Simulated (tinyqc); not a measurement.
Character of the line: straight dislocations in isotropic elasticity: fields, energies, partials, Peierls stress and walls. Computed by tinyqc, a small Python program. Command: `OMP_NUM_THREADS=1 python tinyqc.py 3013573 3013574 out.jsonl disloc walk`. One thread of a shared host (Intel(R) Xeon(R) Processor @ 2.30GHz), about 0.01 s of CPU time with the checks.

The line runs along z, the glide plane is y = 0, and beta is the angle between b and the line (0 screw, 90 degrees edge): b_e = b sin(beta) along +x with the extra half plane at y > 0, b_s = b cos(beta). Stress is positive in tension.

Inputs (values chosen for the exercise, modelled on germanium):

| quantity | value | unit |
|---|---|---|
| shear modulus G | 56.7 | GPa |
| Poisson ratio nu | 0.198 | - |
| Burgers vector b | 4 | angstrom |
| stacking-fault energy gamma | 69 | mJ/m^2 |
| dislocation density rho | 3.8e+11 | 1/m^2 |
| core radius r0/b | 1 | - |

Character: screw.

Constants: 1 eV/angstrom^3 = 160.2176634 GPa.

Method:
- Energy factor K = G [cos^2(beta) + sin^2(beta)/(1 - nu)].
- E = K b^2/(4 pi) ln(R/r0) with R = 1/(2 sqrt(rho)); tension T = E + d^2E/d(beta)^2 = G b^2 [1 + nu - 3 nu sin^2(beta)]/(4 pi (1 - nu)) ln(R/r0). The core energy is taken into r0.
- Shockley partials have b_p = b/sqrt(3) at the angles beta -/+ 30 degrees; their repulsion balances the fault at d = G b_p^2/(8 pi gamma) (2 - nu)/(1 - nu) [1 - 2 nu cos(2 beta)/(2 - nu)].
- E = K b^2/(4 pi) ln(R/r0); T = G b^2 [1 + nu - 3 nu sin^2(beta)]/(4 pi (1 - nu)) ln(R/r0).

ln(R/r0) = 7.61469

From screw to edge:

| beta (degrees) | K (GPa) | E (eV/nm) | T (eV/nm) | d (nm) |
|---|---|---|---|---|
| 0 | 56.700 | 34.311 | 51.253 | 3.0571 |
| 15 | 57.638 | 34.879 | 49.550 | 3.1724 |
| 30 | 60.200 | 36.429 | 44.900 | 3.4876 |
| 45 | 63.699 | 38.547 | 38.547 | 3.9181 |
| 60 | 67.199 | 40.664 | 32.193 | 4.3486 |
| 75 | 69.761 | 42.215 | 27.543 | 4.6637 |
| 90 | 70.698 | 42.782 | 25.840 | 4.7791 |

The edge costs 1/(1 - nu) = 1.247 times the screw in energy, yet its tension is only (1 - 2 nu)/(1 + nu) = 0.504 of the screw value, so loops under stress are elongated along b. The edge splits 1.56 times as widely, (2 + nu)/(2 - 3 nu), since there the larger, edge parts of the partials repel with the factor 1/(1 - nu) and the small screw parts attract, while in the screw the roles are exchanged.
